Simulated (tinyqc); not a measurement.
Level against strength of the defect: Koster-Slater impurity in an sp3s* host.

sp3s* tight binding, nearest neighbours only: anion (a) at 0, cation (c) at a/4 (1,1,1), orbitals s, px, py, pz, s* on each; k in units of 2 pi/a. With phases e_j = exp(i (pi/2) k.n_j) for n = (1,1,1), (1,-1,-1), (-1,1,-1), (-1,-1,1): g0 = (e1+e2+e3+e4)/4, g1 = (e1+e2-e3-e4)/4, g2 = (e1-e2+e3-e4)/4, g3 = (e1-e2-e3+e4)/4. The diagonal holds the levels Esa, Epa, Exa (s*) and Esc, Epc, Exc. Anion-cation block: <sa|sc> = Vss g0; <sa|xc> = Vsapc g1; <xa|sc> = -Vscpa g1; <xa|xc> = Vxx g0; <xa|yc> = <ya|xc> = Vxy g3, <xa|zc> = <za|xc> = Vxy g2, <ya|zc> = <za|yc> = Vxy g1; <s*a|xc> = Vxapc g1; <xa|s*c> = -Vpaxc g1; y and z take g2 and g3 in place of g1; s-s* and s*-s* vanish.

A defect on an anion site (a) shifts the s level there by Vs or the three p levels by Vp and leaves the rest. A level in the gap solves 1/Vs = G_s(E) (symmetry A1) or 1/Vp = G_p(E) (T2, threefold), with G(E) = (1/N^3) sum over k and bands of w/(E - e), where w is the weight of the state on the s orbital of that site, or the mean weight on its px, py, pz. Mesh: k = f1 (-1,1,1) + f2 (1,-1,1) + f3 (1,1,-1), f = (j + 1/2)/N, j = 0 to N - 1. Energies from the top of the valence band at Gamma; the s* orbital of the site is left as it is. An infinite shift removes the s or p orbitals, the model of the ideal vacancy: G(E) = 0.

Values chosen for the exercise (out of a larger set: near a published set for GaAs; not measured data): p = (-8.311, 1.038, -2.663, 3.674, 8.571, 6.762, -6.448, 1.961, 5.067, 4.481, 5.779, 4.825, 4.825) eV (order Esa, Epa, Esc, Epc, Exa, Exc, Vss, Vxx, Vxy, Vsapc, Vscpa, Vxapc, Vpaxc); N = 5 (mesh).

Eg (smallest gap of the host) = 1.55906 eV

A dash: no level in the gap from 0 to Eg. The last row is the ideal vacancy.

Levels (eV above the valence band):
```
shift (eV)     A1     T2
-40         0.949      -
-20         1.167      -
-12         1.358      -
-8          1.507      -
-5              -      -
-3              -      -
+3              -      -
+5              -  0.106
+8              -  0.497
+12             -  0.820
+20             -  1.100
+40         0.131  1.297
vacancy     0.624  1.463
```

A1: a level lies in the gap for the attractive shifts -8, -12, -20 and -40 eV and for the repulsive +40 eV; both branches tend to the vacancy level, 0.624 eV, which pins them. T2: no attractive shift listed puts a level in the gap, but a level lies there for the repulsive +5, +8, +12, +20 and +40 eV; the vacancy level lies at 1.463 eV. A level passes the edges where the shift equals 1/G, a value that is sensitive to the mesh there: on this one 1/G(0) = 33.0 and 1/G(Eg) = -6.9 eV for s, 4.2 and -55.3 eV for p.

Run: tinyqc, `OMP_NUM_THREADS=1 python tinyqc.py 1452070 1452071 out.jsonl`; Intel(R) Xeon(R) Processor @ 2.30GHz, one thread, shared host; about 0.02 s of CPU time with all checks.
